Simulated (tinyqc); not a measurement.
MOSFET in the linear regime without short-channel effects, parameter extraction from computed curves: two steps of the calculation.

Inversion charge Q = Cox n Vt W0(exp((Vg - VT)/(n Vt))), W0 the Lambert function and n = nf; u = Q/Cox; mobility mu = mu0/(1 + th1 u + th2 u^2); channel resistance Rch = (L - dL)/(W mu Q); Id = Vd/(Rch + Rsd/W). Cox = eps0 eox/tox. Small Vd, no channel-length or drain effects.

Parameters, values chosen for the exercise; channel values of the order met in silicon transistors: temperature T = 300 K; relative permittivity of the gate insulator (close to silicon nitride) eox = 7.56; insulator thickness tox = 7.8 nm; low-field mobility mu0 = 170 cm^2/(V s); first mobility attenuation factor th1 = 0.22 1/V; second mobility attenuation factor th2 = 0 1/V^2; threshold voltage VT = 0.27 V; body factor nf = 1.27; gate width W = 0.5 um; drawn gate length L = 0.2 um; drawn less effective length dL = 0.013 um; source plus drain resistance Rsd = 210 ohm um; drain voltage Vd = 0.025 V.

Constants: q = 1.602176634e-19 C, kB = 1.380649e-23 J/K, Vt = kB T/q, eps0 = 8.8541878128e-14 F/cm where lengths are in cm. Results are converted to the units shown.

Problem 1. Transfer curve. u, mu, Rch and Id as defined.

```
point,Vg (V)
0,-0.03
1,0.12
2,0.27
3,0.42
4,0.57
5,0.72
6,0.87
7,1.02
8,1.17
9,1.32
```

Give: u; mu; Rch; Id.

Solution 1.

```
point,u (V),mu (cm^2/(V s)),Rch (ohm),Id (uA)
0,3.531e-6,170.0,7.260e8,3.444e-5
1,3.370e-4,170.0,7.607e6,0.003286
2,0.01862,169.3,1.382e5,0.1803
3,0.1102,166.0,2.382e4,1.031
4,0.2353,161.6,1.146e4,2.105
5,0.3704,157.2,7484,3.163
6,0.5099,152.9,5591,4.159
7,0.6519,148.7,4497,5.085
8,0.7954,144.7,3787,5.942
9,0.9399,140.9,3292,6.736
```

Problem 2. Threshold and mobility at the peak transconductance. gm_i = (Id_(i+1) - Id_(i-1))/(Vg_(i+1) - Vg_(i-1)); at the point j of largest gm the tangent meets the axis at V_ext = Vg_j - Id_j/gm_j; field-effect mobility gm_j L/(W Cox Vd) with the drawn L.

```
point,Vg (V),Id (uA)
0,-0.03,3.4436146e-5
1,0.12,0.0032863369
2,0.27,0.18029803
3,0.42,1.0313611
4,0.57,2.1048460
5,0.72,3.1628053
6,0.87,4.1589344
7,1.02,5.0848513
8,1.17,5.9422097
9,1.32,6.7356833
```

Wanted: gm; j; V_ext; field-effect mobility.

Solution 2.

```
point,gm (uS)
1,0.6009
2,3.427
3,6.415
4,7.105
5,6.847
6,6.407
7,5.944
8,5.503
```

j = 4
V_ext = 0.2737 V
field-effect mobility = 132.5 cm^2/(V s)

V_ext is 3.7 mV above the model VT, and the mobility so found is 27 % below mu0 L/(L - dL) = 182 cm^2/(V s), the value for the drawn L; attenuation, series resistance and the slow approach of Q to a straight line all lower the peak gm.

Program tinyqc, `OMP_NUM_THREADS=1 python tinyqc.py 2210054 2210055 out.jsonl`; Intel Xeon 2.30GHz, shared host, one thread, about 0.01 s.
